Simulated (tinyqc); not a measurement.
The basis set: RHF and MP2 along a ladder of basis sets, for H4, spin multiplicity 1. Computed by the program tinyqc with PySCF. Same geometry throughout; the dipole is taken about the origin.

Geometry (angstrom):
```
atom       x       y       z
H     0.0000  0.0000  0.0000
H     0.0000  0.0000  0.7370
H     0.0000  1.0180  0.0000
H     0.0000  1.0180  0.7370
```

RHF and frozen-core MP2 in a ladder of bases:
```
basis        functions  E(RHF) (hartree)  E(MP2 corr) (hartree)  HOMO (eV)  LUMO (eV)  dipole (debye)
sto-3g               4         -1.922638              -0.034327    -8.6749    11.1960          0.0000
3-21g                8         -2.003679              -0.041646   -10.0830     3.8292          0.0000
6-31g                8         -2.012966              -0.041695   -10.1822     3.4064          0.0000
6-31g**             20         -2.031479              -0.064208    -9.9379     3.5084          0.0000
cc-pvdz             20         -2.028224              -0.063930    -9.9096     2.9589          0.0000
aug-cc-pvdz         36         -2.029164              -0.066472    -9.9721     1.2061          0.0000
cc-pvtz             56         -2.037944              -0.077096    -9.9745     2.5521          0.0000
```

What does the comparison show, and why?

From cc-pVDZ to cc-pVTZ the RHF energy falls by 9.7 mhartree and the correlation energy by 13.2. If valence correlation converges as X^-3, (27 E(T) - 8 E(D))/19 gives -0.0826 hartree, a rough estimate from such small X that usually falls short; STO-3G holds about 42 % of it. Beyond STO-3G the LUMO moves by 2.6 eV and the HOMO by 0.3 eV.
